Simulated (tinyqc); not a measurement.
Worked calculation: lattice vibrations of a chain. Computed by tinyqc, a small Python program that keeps every step. Command: `OMP_NUM_THREADS=1 python tinyqc.py 21137 21138 out.jsonl` (the two numbers bound the seeds that draw the settings). One thread of a shared host (Intel(R) Xeon(R) Processor @ 2.60GHz), about 0.01 s of CPU time with the checks.

## Dynamical matrix at q = 0.31

A chain moving along its axis:
```
atom  mass (u)  spring to the next atom (eV/angstrom^2)
1      71.8000                                  22.0000
2      98.8000                                  28.6000
3      43.8000                                  17.7000
```

q is in units of 2 pi/a. A spring k from atom i to atom j, n cells on, adds k to Phi_ii and Phi_jj, -k exp(2 pi i q n) to Phi_ij and the conjugate to Phi_ji (for one atom a cell: 2k (1 - cos 2 pi q n)); D_ij = Phi_ij / sqrt(m_i m_j).

D(q) (eV/(angstrom^2 u)), lower triangle (Hermitian):
```
                1        2       3
1          0.5529
2         -0.2612   0.5121
3  0.1162-0.2935i  -0.4348  1.0571
```

## Frequencies

omega^2 are the eigenvalues; wavenumber = 521.4708 sqrt(eigenvalue) 1/cm.

eigenvalues: 0.1211  0.5633  1.4378

wavenumbers (1/cm): 181.5  391.4  625.3

weights |e|^2 of the mass-weighted modes:
```
        mode 1  mode 2  mode 3
atom 1  0.3040  0.5541  0.1419
atom 2  0.5231  0.2708  0.2060
atom 3  0.1729  0.1751  0.6521
```

## Dispersion and heat capacity

C/k_B per atom = mean over q = (j + 1/2)/80, j = 0..39 and all branches of y^2 e^y/(e^y - 1)^2, y = hc wavenumber / k_B T.

Wavenumbers (1/cm):
```
q       branch 1  branch 2  branch 3
0.0000    0.0000  463.3732  601.9675
0.0625   37.7535  459.6491  603.6365
0.1250   75.2457  449.0950  608.0554
0.1875  112.1895  433.0973  613.9380
0.2500  148.2272  413.1027  620.0440
0.3125  182.8186  390.4223  625.4818
0.3750  214.8923  366.6011  629.6861
0.4375  241.5063  344.8492  632.3238
0.5000  253.6026  334.3600  633.2209
```

Heat capacity:
```
T (K)  C/k_B per atom
20             0.0506
50             0.1295
100            0.2692
200            0.5494
300            0.7298
600            0.9154
1200           0.9775
```

zero-point energy per atom = 24.1487 meV
